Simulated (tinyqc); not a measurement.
Long-channel MOSFET, surface-potential model: two steps of the calculation.

n-channel transistor on a uniformly doped p-type body, gradual-channel approximation, constant mobility, Boltzmann statistics, full ionisation. Potentials are counted from the neutral body; V is the electron quasi-Fermi potential, Vsb at the source and Vsb + Vds at the drain. Charges are magnitudes per area.

Parameters, values chosen for the exercise; material values those of a made-up semiconductor: temperature T = 300 K; band gap Eg = 3.58 eV; relative permittivity of the semiconductor eps_r = 11.2; conduction-band density of states at T Nc = 2.53e18 cm^-3; valence-band density of states at T Nv = 4.13e19 cm^-3; acceptor density of the body Na = 3.6e16 cm^-3; relative permittivity of the gate insulator eox = 7.62; insulator thickness tox = 31 nm; flat-band voltage Vfb = -2.78 V; channel mobility mu = 430 cm^2/(V s); gate width W = 5 um; gate length L = 2 um; source-body reverse bias Vsb = 0.3 V; drain-source voltage Vds = 2 V.

Constants: q = 1.602176634e-19 C, kB = 1.380649e-23 J/K, Vt = kB T/q, eps0 = 8.8541878128e-14 F/cm where lengths are in cm. Results are converted to the units shown.

Task 1. Body potential, insulator capacitance and body factor. ni = sqrt(Nc Nv) exp(-Eg/(2 Vt)), Eg in volts; phiF = Vt ln(Na/ni); Cox = eps0 eox/tox; gamma = sqrt(2 q eps0 eps_r Na)/Cox. VT = Vfb + 2 phiF + gamma sqrt(2 phiF + Vsb), m = 1 + gamma/(2 sqrt(2 phiF + Vsb)).

Give: ni; phiF; Cox; gamma; VT; m.

Result 1.

ni = 8.687e-12 cm^-3
phiF = 1.644 V
Cox = 0.2176 uF/cm^2
gamma = 0.4914 V^0.5
VT = 1.439 V
m = 1.130

Task 2. Pao-Sah current by Simpson's rule. I = mu (W/L) integral of Qi dV; Simpson's rule on the 7 points, step Vds/6, weights 1, 4, 2, ..., 4, 1 times step/3.

Qi, Pao-Sah, point 0 to 6 (nC/cm^2): 63.290875  2.5110036  9.4182197e-6  2.3670963e-11  5.9492525e-17  1.4952329e-22  3.7579874e-28

Give: Pao-Sah current.

Result 2.

Pao-Sah current = 8.759 uA

Gauss-Legendre quadrature on many points gives 10.61 uA, so this value is 17 % below it; the charge-sheet current, 10.48 uA, is 1.2 % below it.

Computed by the program tinyqc: `OMP_NUM_THREADS=1 python tinyqc.py 2360162 2360163 out.jsonl`, one thread of a shared Intel Xeon 2.30GHz, about 0.07 s for the whole run.
